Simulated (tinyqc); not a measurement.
Nucleation and growth against temperature: classical nucleation, growth and JMAK kinetics of crystallisation from a melt or glass. Computed by tinyqc, a small Python program. Command: `OMP_NUM_THREADS=1 python tinyqc.py 3011766 3011767 out.jsonl nucl walk`. One thread of a shared host (Intel(R) Xeon(R) Processor @ 2.30GHz), about 0.01 s of CPU time with the checks.

A spherical nucleus with a sharp interface of isotropic energy gamma; lambda = Omega^(1/3) is the jump distance.

Inputs (values chosen for the exercise, for a model substance):
```
quantity                        value        unit
melting point T_m                1660           K
heat of melting per volume H     2150      J/cm^3
interface energy gamma          0.244       J/m^2
atomic volume Omega              12.5  angstrom^3
diffusion prefactor D0        1.4e-06       m^2/s
activation energy Q              1.99          eV
```

Nucleation: homogeneous. Driving force: Turnbull (linear).

Constants: k_B = 1.380649e-23 J/K; k_B = 8.617333262e-05 eV/K.

Method:
- Driving force per volume: dG = H (T_m - T)/T_m.
- Shape factor f = 1.
- W(r) = f [4 pi r^2 gamma - (4/3) pi r^3 dG]; r* = 2 gamma/dG; W* = f 16 pi gamma^3/(3 dG^2); n* = f (4/3) pi r*^3/Omega.
- D = D0 exp(-Q/(k_B T)); attachment rate k+ = (A*/lambda^2) D/lambda^2 with A* = 4 pi r*^2; Zeldovich factor Z = sqrt(W*/(3 pi k_B T))/n*; sites per volume N = 1/Omega; I = N Z k+ exp(-W*/(k_B T)); lag time = 1/(4 pi Z^2 k+).
- Growth (Wilson-Frenkel): u = (D/lambda) [1 - exp(-dG Omega/(k_B T))].
- JMAK with steady nucleation and growth, nuclei spread at random: extended fraction X_e = (pi/3) I u^3 t^4, X = 1 - exp(-X_e); t_X = [-3 ln(1 - X)/(pi I u^3)]^(1/4); final grains per volume = Gamma(5/4) (3/pi)^(1/4) (I/u)^(3/4), Gamma(5/4) = 0.9064024771.
- Grain size = (grains per volume)^(-1/3). Rows are kept where W*/(k_B T) < 70.

Rates:
```
T (K)  W*/(k_B T)  I (1/(m^3 s))     u (m/s)  t_0.5 (s)  grain size (micrometre)
830        18.380     3.8298e+22  3.4379e-09     4.5413               1.7955e-02
913        20.628     4.8357e+22  3.8535e-08     0.6993               3.0992e-02
996        23.932     1.4001e+22  2.7885e-07     0.2161               6.9294e-02
1079       28.854     5.8334e+20  1.4323e-06     0.1402               2.3090e-01
1162       36.468     1.2793e+18  5.5739e-06     0.2338               1.4986e+00
1245       49.013     1.6565e+13  1.7174e-05     1.6759               3.3099e+01
```

What follows from these numbers?

Among these rows I peaks at 913 K, u at 1245 K and the change is fastest at 1079 K, between the two. Growth has no barrier W*, so it peaks nearer T_m than nucleation. The grain size goes as (u/I)^(1/4), from 0.018 micrometre at the lowest T to 33 at the highest.

Extremes, crossings and ranges named in words are read from the listed rows.
